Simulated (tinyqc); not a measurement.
Frequency dispersion of an accumulation capacitance by border traps, distributed model: two steps of the calculation.

Traps spread evenly through the insulator exchange electrons with the semiconductor by tunnelling, with tau(x) = t0 exp(2 ka x) at depth x from the interface. The admittance per area Y seen at depth x obeys dY/dx = -Y^2/(i w eps0 eox) + q Nb ln(1 + i w tau)/tau, with Y(0) = i w Cs and w = 2 pi f; the gate sees Y(tox) = G + i w C. Working variable y = Y/(i w), in uF/cm^2. Cox = eps0 eox/tox.

Parameters, values chosen for the exercise; permittivity close to that of silicon dioxide:
```
symbol,value,unit,meaning
eox,3.96,,relative permittivity of the insulator
tox,5.7,nm,insulator thickness
Cs,0.66,uF/cm^2,semiconductor capacitance in accumulation
Nb,6.3e19,cm^-3 eV^-1,density of border traps
ka,3.6,1/nm,decay constant of the wave function in the insulator
t0,2e-10,s,time constant of a trap at the interface
f,100,Hz,frequency
xe,2.9,nm,depth down to which the steps are taken
```

Constants: q = 1.602176634e-19 C, eps0 = 8.8541878128e-14 F/cm where lengths are in cm. Results are converted to the units shown.

Task 1. Scales and lumped estimate. Cox; trap-free value 1/(1/Cox + 1/Cs); response depth d = ln(1/(w t0))/(2 ka), where w tau = 1; lumped estimate: all traps within d act as C_bt = q Nb d placed at d/2, so C = 1/{1/[1/(1/Cs + d/(2 eps0 eox)) + C_bt] + (tox - d/2)/(eps0 eox)}.

Give: Cox; trap-free C; d; C_bt; lumped C.

Result 1.

Cox = 0.6151 uF/cm^2
trap-free C = 0.3184 uF/cm^2
d = 2.207 nm
C_bt = 2.228 uF/cm^2
lumped C = 0.5983 uF/cm^2

The traps within reach amount to 3.38 Cs and lie in the first 38.7 % of the insulator.

Task 2. Capacitance and conductance at the gate. Beyond xe the traps are ignored, so 1/y(tox) = 1/y(xe) + (tox - xe)/(eps0 eox); C = Re y, G/w = -Im y, loss tangent G/(w C).

y at xe = 1.3545293-0.1327558i uF/cm^2

Find: y at the gate; C; G/w; loss tangent.

Result 2.

y at the gate = 0.65224-0.03056i uF/cm^2
C = 0.65224 uF/cm^2
G/w = 0.030556 uF/cm^2
loss tangent = 0.046848

Numbers from tinyqc (`OMP_NUM_THREADS=1 python tinyqc.py 2202188 2202189 out.jsonl`; about 0.6 s on one thread of a shared Intel Xeon 2.30GHz).
